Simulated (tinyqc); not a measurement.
# From barrier W* back to interface energy gamma

Model: classical nucleation, growth and JMAK kinetics of crystallisation from a melt or glass. Computed by tinyqc, a small Python program. Command: `OMP_NUM_THREADS=1 python tinyqc.py 3021985 3021986 out.jsonl nucl inv`. One thread of a shared host (Intel(R) Xeon(R) Processor @ 2.30GHz), about 0.01 s of CPU time with the checks.

A spherical nucleus with a sharp interface of isotropic energy gamma; lambda = Omega^(1/3) is the jump distance.

Inputs (values chosen for the exercise, for a model substance): melting point T_m = 730 K; heat of melting per volume H = 405 J/cm^3; atomic volume Omega = 31.7 angstrom^3; temperature T = 516 K.

Nucleation: homogeneous. Driving force: Thompson-Spaepen.

Constants: e = 1.602176634e-19 C; k_B = 1.380649e-23 J/K.

Method:
- Driving force per volume: dG = H [(T_m - T)/T_m] [2 T/(T_m + T)].
- Shape factor f = 1.
- W(r) = f [4 pi r^2 gamma - (4/3) pi r^3 dG]; r* = 2 gamma/dG; W* = f 16 pi gamma^3/(3 dG^2); n* = f (4/3) pi r*^3/Omega.

Problem. A run gave the result below. Find the interface energy gamma, known to lie between 0.033 and 0.046 J/m^2.

barrier W* = 0.5341536 eV

Solution.

Each step takes the trial c = (a f_b - b f_a)/(f_b - f_a), f being the result less the target and a, b, c the logarithms of the listed values; c replaces end b, the old b replaces a if the sign of f changed, and otherwise f_a is halved.

Scan of the range:
```
interface energy gamma (J/m^2)  barrier W* (eV)
0.0330                                  0.38866
0.0349                                  0.45973
0.0369                                  0.54338
0.0390                                  0.64153
0.0412                                  0.75634
0.0435                                  0.89021
0.0460                                  1.05268
```

False position (Illinois rule, in the logarithm of the input) inside the bracket:
```
step      end a      end b      trial  barrier W* (eV)
1     0.0349000  0.0369000  0.0366739         0.533453
2     0.0369000  0.0366739  0.0366899         0.534148
3     0.0369000  0.0366899  0.0366901         0.534159
4     0.0366899  0.0366901  0.0366900         0.534154
```

Barrier W* rises at every point of a 13-point scan of the range (every second point is shown), so one value fits; it is bracketed by 0.0349 and 0.0369. The scan shows a pure power law with exponent 3.000, so scaling from any one row also gives the answer directly. Answer: interface energy gamma = 0.03669 J/m^2.
